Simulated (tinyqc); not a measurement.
Worked calculation: one-electron ion in a basis of Gaussians. One step of it, computed by the program tinyqc.

Question. Generalised eigenproblem. Solve H C = S C e through S^(-1/2); each column has its largest component positive (the first on a tie).

H = T + V (hartree), lower triangle:
```
           1          2          3          4          5           6           7
1  -2.427023
2  -2.303316  -3.619490
3  -1.413756  -3.391928  -3.881080
4  -0.684161  -2.249558  -3.461498   2.060020
5  -0.298037  -1.159461  -2.991732   2.838226  34.408002
6  -0.124481  -0.523459  -1.815549  -1.718282  35.876189  165.353689
7  -0.051090  -0.222747  -0.885435  -2.299060   9.418485  168.167090  645.000521
```

S, lower triangle:
```
          1         2         3         4         5         6         7
1  1.000000
2  0.650427  1.000000
3  0.223265  0.650291  1.000000
4  0.057251  0.223237  0.650374  1.000000
5  0.013251  0.057221  0.223207  0.650235  1.000000
6  0.002971  0.013250  0.057240  0.223228  0.650413  1.000000
7  0.000660  0.002971  0.013253  0.057237  0.223290  0.650353  1.000000
```

Give: eigenvalues of S; eigenvalues; coefficients.

Answer.

eigenvalues of S: 0.076  0.159  0.338  0.673  1.215  1.931  2.608

eigenvalues (hartree): -4.494  -1.982  -0.304  10.803  60.117  247.381  944.640

coefficients:
```
        1       2       3       4       5       6       7
1  -0.013   0.984  -0.994   0.280   0.102  -0.043   0.019
2   0.491   0.007   1.691  -0.827  -0.314   0.133  -0.058
3   0.540  -0.415  -1.024   1.541   0.718  -0.304   0.133
4   0.121  -0.068  -0.095  -1.471  -1.386   0.660  -0.286
5   0.019  -0.013  -0.030   0.079   1.563  -1.299   0.611
6   0.002  -0.001   0.000  -0.037  -0.162   1.562  -1.198
7   0.000   0.000  -0.001   0.004   0.035  -0.154   1.422
```

For Z = 6 and l = 1 the exact lowest level is -Z^2/(2 n^2) with n = l + 1: -4.500000 hartree.
